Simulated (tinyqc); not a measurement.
# MOSFET in saturation, small-signal circuit and noise: several studies

Bias by the inversion coefficient IC = I/Ispec (charge-based model with velocity saturation; weak inversion below 0.1, strong above 10). Common-source circuit: gm, gds, Cgs, Cgd and Cj at the inner nodes, Rg in series with the gate; quasi-static, no source or drain resistance, no gate-body capacitance, no substrate network, no induced gate noise, so fmax is an upper estimate.

Values chosen for this exercise: temperature T = 273 K; gate length L = 65 nm; total gate width W = 10 um; gate capacitance Cox = 2.21 uF/cm^2; mobility mu = 180 cm^2/(V s); slope factor n = 1.28; velocity-saturation length Ls = 10 nm; ratio gds/gm sg = 0.055; overlap and fringe capacitance per side Cov = 0.4 fF/um; drain junction capacitance Cj = 0.87 fF/um; sheet resistance of the gate Rsh = 20 ohm; finger width Wf = 2 um; gate contact and vertical resistance Rc = 200 ohm um; inversion coefficient IC = 0.087; short-channel excess of the noise factor gw = 0.15; oxide trap density Nt = 5.8e16 cm^-3 eV^-1; tunnelling length into the oxide lt = 0.1 nm; Coulomb scattering coefficient ac = 0 V s/C.

Constants: q = 1.602176634e-19 C, kB = 1.380649e-23 J/K, Vt = kB T/q. Results are converted to the units shown.

Each table varies one quantity; the others keep the values above.

## Gains against frequency

Ispec = 2 n mu Cox (W/L) Vt^2, lc = Ls/L, gms = [sqrt((lc IC + 1)^2 + 4 IC) - 1]/[2 + lc (lc IC + 1)], gm = gms Ispec/(n Vt), gds = sg gm. qs = [sqrt(1 + 4 IC) - 1]/2, Cgs = Cox W L qs (2 qs + 3)/(3 (qs + 1)^2) + Cov W, Cgd = Cov W, Cd = Cj W, Rg = Rsh (Wf/L)/(12 Nf) + Rc/W with Nf = W/Wf fingers (not rounded) contacted at both ends. fT = gm/(2 pi (Cgs + Cgd)), fmax = fT/(2 sqrt(Rg (gds + 2 pi fT Cgd))). Inner admittances at w = 2 pi f: y11 = i w (Cgs + Cgd), y12 = -i w Cgd, y21 = gm - i w Cgd, y22 = gds + i w (Cgd + Cd). Invert to Z, add Rg to Z11 and invert back to Y. |h21| = |Y21/Y11|; U = |Y21 - Y12|^2/(4 [Re Y11 Re Y22 - Re Y12 Re Y21]). MSG = |Y21/Y12|; stability factor k = [2 Re Y11 Re Y22 - Re(Y12 Y21)]/|Y12 Y21|.

The same in every row: f sqrt(U) (GHz) = 34.440.

Result of one run:

| f (GHz) | \|h21\| (dB) | U (dB) | MSG (dB) | k |
|---|---|---|---|---|
| 0.5 | 18.196 | 36.762 | 12.641 | 0.056366 |

What becomes of these results when the signal frequency f is changed from 0.5 to 3.2 GHz, all else the same?

Result of the changed run:

| f (GHz) | \|h21\| (dB) | U (dB) | MSG (dB) | k |
|---|---|---|---|---|
| 3.2 | 2.5589 | 20.638 | 4.8224 | 0.34111 |

The whole series:

| f (GHz) | \|h21\| (dB) | U (dB) | MSG (dB) | k |
|---|---|---|---|---|
| 0.041 | 39.907 | 58.486 | 23.497 | 0.0046288 |
| 0.076 | 34.547 | 53.125 | 20.816 | 0.0085800 |
| 0.14 | 29.241 | 47.819 | 18.164 | 0.015804 |
| 0.27 | 23.539 | 42.114 | 15.313 | 0.030470 |
| 0.5 | 18.196 | 36.762 | 12.641 | 0.056366 |
| 0.93 | 12.838 | 31.372 | 9.9618 | 0.10446 |
| 1.7 | 7.7007 | 26.132 | 7.3933 | 0.18871 |
| 3.2 | 2.5589 | 20.638 | 4.8224 | 0.34111 |

Over the table |h21| falls by 19.7 dB a decade, U by 20.0 and MSG by 9.87. The product f sqrt(U) stays at 34.4 GHz, against fmax = 34.4 GHz from the formula. k stays below one in all rows, so the device is only conditionally stable. In every row fmax exceeds 4 fT, where channel resistance and substrate losses, left out here, would cap it.

## Effect of the total gate width on speed and noise

Channel noise Sid = 4 kB T gam n gm with gam = (1/2 + (2/3) qs)/(1 + qs) + gw lc IC, qs = [sqrt(1 + 4 IC) - 1]/2, lc = Ls/L (the last term an empirical rise with velocity saturation); at the gate, white noise Sw = Sid/gm^2 + 4 kB T Rg. Number fluctuation with correlated mobility: S(f) = K/f, K = q^2 Vt lt Nt/(W L Cox^2) (1 + ac mu Cox I/gm)^2, Vt in eV with Nt per eV. Corner fc = K/Sw. IC is held fixed.

The same in every row: fT (GHz) = 4.056; fmax (GHz) = 34.44; fc (MHz) = 0.2535.

Result of one run:

| W (um) | I (uA) | Rg (ohm) | sqrt(Sw) (nV/Hz^0.5) |
|---|---|---|---|
| 200 | 150.9 | 1.513 | 1.475 |

What becomes of these results when the total gate width W is changed from 200 to 9.3 um, all else the same?

Result of the changed run:

| W (um) | I (uA) | Rg (ohm) | sqrt(Sw) (nV/Hz^0.5) |
|---|---|---|---|
| 9.3 | 7.016 | 32.53 | 6.841 |

The whole series:

| W (um) | I (uA) | Rg (ohm) | sqrt(Sw) (nV/Hz^0.5) |
|---|---|---|---|
| 2 | 1.509 | 151.3 | 14.75 |
| 4.3 | 3.244 | 70.36 | 10.06 |
| 9.3 | 7.016 | 32.53 | 6.841 |
| 20 | 15.09 | 15.13 | 4.665 |
| 43 | 32.44 | 7.036 | 3.182 |
| 93 | 70.16 | 3.253 | 2.163 |
| 200 | 150.9 | 1.513 | 1.475 |

As W goes from 2 to 200 um, fT stays at 4.06 GHz, fmax stays at 34.4 GHz, the white noise falls from 14.8 to 1.48 nV/Hz^0.5 and the corner stays at 0.253 MHz. Current, gm and capacitances scale with W and Rg with 1/W, so the frequencies stay while both noise powers fall as 1/W. In every row fmax exceeds 4 fT, where channel resistance and substrate losses, left out here, would cap it.

## Effect of the overlap and fringe capacitance per side on speed and noise

Same model as above.

Corner fc = K/Sw. IC is held fixed.

The same in every row: I (uA) = 7.5437; Rg (ohm) = 30.256; sqrt(Sw) (nV/Hz^0.5) = 6.5973; fc (MHz) = 0.25349.

Effect of the overlap and fringe capacitance per side on speed and noise:

| Cov (fF/um) | fT (GHz) | fmax (GHz) |
|---|---|---|
| 0.05 | 17.950 | 196.33 |
| 0.15 | 9.0721 | 83.226 |
| 0.25 | 6.0700 | 53.087 |
| 0.35 | 4.5608 | 39.004 |
| 0.45 | 3.6526 | 30.834 |
| 0.55 | 3.0461 | 25.496 |
| 0.65 | 2.6123 | 21.734 |

What does the table show?

As Cov goes from 0.05 to 0.65 fF/um, fT falls from 17.9 to 2.61 GHz, fmax falls from 196 to 21.7 GHz, the white noise stays at 6.60 nV/Hz^0.5 and the corner stays at 0.253 MHz. In every row fmax exceeds 4 fT, where channel resistance and substrate losses, left out here, would cap it.

Numbers from tinyqc (`OMP_NUM_THREADS=1 python tinyqc.py 2150062 2150063 out.jsonl`; about 0.01 s on one thread of a shared Intel Xeon 2.30GHz).
